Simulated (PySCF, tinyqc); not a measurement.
RHF in the sto-3g basis, for H2, spin multiplicity 1, step by step. This run ends on a higher stationary point, not on the lowest solution. The lowest restricted solution is unstable here: a spin-polarised one lies 0.0414 hartree lower (PySCF). One step of it, computed by the program tinyqc.

Question. Iteration 1: building the Fock matrix. J_ij = sum D_kl (ij|kl), K_ij = sum D_kl (ik|jl); F = H + J - 0.5 K; E = tr D H + tr D J / 2 - 0.25 tr D K + E_nn.

D at the start, order 1H 1s, 2H 1s:
$$\begin{pmatrix}
1.363304 & -1.363304 \\
-1.363304 & 1.363304
\end{pmatrix}$$

core Hamiltonian H = T + V (hartree), order 1H 1s, 2H 1s:
$$\begin{pmatrix}
-0.823965 & -0.337049 \\
-0.337049 & -0.823965
\end{pmatrix}$$

Two-electron integrals (ij|kl) in chemists' order, unique and non-zero (hartree):
```
(11|11) 0.774606   (21|11) 0.143953   (21|21) 0.040542   (22|11) 0.351259
(22|21) 0.143953   (22|22) 0.774606
```

nuclear repulsion = 0.35900761 hartree

Give: Coulomb J; exchange K; Fock matrix F; total energy of this density.

Answer.

Coulomb J (hartree), order 1H 1s, 2H 1s:
$$\begin{pmatrix}
1.1424 & 0.2820 \\
0.2820 & 1.1424
\end{pmatrix}$$

exchange K (hartree), order 1H 1s, 2H 1s:
$$\begin{pmatrix}
0.7188 & -0.1416 \\
-0.1416 & 0.7188
\end{pmatrix}$$

Fock matrix F (hartree), order 1H 1s, 2H 1s:
$$\begin{pmatrix}
-0.0410 & 0.0157 \\
0.0157 & -0.0410
\end{pmatrix}$$

total energy of this density = -0.382104 hartree

This density is the starting one.
